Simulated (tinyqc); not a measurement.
Inside a calculation. Model: n-type polysilicon, carrier trapping at grain boundaries.

tinyqc, about 0.01 s, one thread, Intel Xeon 2.30GHz (shared host): `OMP_NUM_THREADS=1 python tinyqc.py 2830011 2830012 out.jsonl` Printed values are rounded.

One-dimensional grains of size Lg, uniform ionised doping N, monovalent traps Qt at each boundary at a depth Et below (for electrons) or above (for holes) the band edge there, abrupt depletion of width W on each side of a boundary, Boltzmann statistics. xi is the distance from the band edge at the grain centre to the Fermi level. Trapped charge Qt/(1 + exp((xi + VB - Et)/Vt)) = 2 N W, barrier VB = q N W^2/(2 eps0 eps_r).

Inputs (values chosen for the exercise); values of the order met in polycrystalline silicon:
- T = 300 K (temperature)
- eps_r = 11.7 (relative permittivity)
- NB = 2.8e19 cm^-3 (conduction-band density of states at T)
- Lg = 53 nm (grain size)
- Qt = 2.7e12 cm^-2 (trap density of a grain boundary)
- Et = 0.32 eV (depth of the trap level from the majority band edge at the boundary)
- ms = 0.37 m0 (mass for thermionic emission)
- fe = 0.5 (correction factor of the emission rate)
- mug = 85 cm^2/(V s) (mobility inside the grains)
- N = 2e18 cm^-3 (doping)

Constants: q = 1.602176634e-19 C, kB = 1.380649e-23 J/K, m0 = 9.1093837015e-31 kg, Vt = kB T/q, eps0 = 8.8541878128e-14 F/cm where lengths are in cm. Results are converted to the units shown.

## Starting value

W = 4 nm.

W at the start = 4 nm

## Iteration 1: new W

Partly depleted grain, xi = Vt ln(NB/N): f = 1/(1 + exp((xi + VB - Et)/Vt)), g = Qt f - 2 N W, g' = -2 Qt f (1 - f) VB/(W Vt) - 2 N, W(new) = W - g/g'.

VB = 0.0247455 V
f = 0.999847
g = 1.09959e12 cm^-2
g' = -4.00198e11 cm^-2/nm
W after iteration 1 = 6.74760 nm

## Iteration 2: new W

As before.

VB = 0.0704165 V
f = 0.999103
g = -1.46348e9 cm^-2
g' = -4.01954e11 cm^-2/nm
W after iteration 2 = 6.74396 nm

## Course of the iteration

Stop when the step is below 1e-10 nm, or after 40 iterations.

Course of the iteration:
```
iteration  W before the step (nm)  step (nm)
1                               4       2.75
2                         6.74760   -3.64e-3
3                         6.74396   -3.07e-8
4                         6.74396          0
```

Converged in 4 iterations.

## Depletion width, Fermi level and barrier

If the trap equation with xi = Vt ln(NB/N) has a root W < Lg/2, the grain is partly depleted; otherwise W = Lg/2 and the trap equation gives xi = Et - VB + Vt ln(Qt/(N Lg) - 1). N* = Qt/Lg.

N* = 5.09434e17 cm^-3
W = 6.74396 nm
xi = 0.0682249 V
VB = 0.0703406 V
share of traps filled = 0.999105

N is 3.93 N*, and the grain is partly depleted; VB = 2.72 Vt.

## Resistivity and effective mobility

n0 = NB exp(-xi/Vt); mean density n0 (1 - 2 W/Lg) by charge balance in a partly depleted grain, and n0 (sqrt(pi)/2) erf(u)/u with u = sqrt(VB/Vt) in a fully depleted one; v = sqrt(kB T/(2 pi ms m0)); barrier resistivity Vt exp(VB/Vt)/(q fe n0 v Lg); grain resistivity (1 - 2 W/Lg)/(q n0 mug); effective mobility 1/(q mean density total resistivity).

n0 = 2e18 cm^-3
mean density = 1.49102e18 cm^-3
v = 4.42249e6 cm/s
barrier resistivity = 0.104595 ohm cm
grain resistivity = 0.0273713 ohm cm
resistivity = 0.131966 ohm cm
effective mobility = 31.7207 cm^2/(V s)

The resistivity is 3.59 times that of a single crystal with the same N and mobility mug, and the mean density is 74.6 % of N.
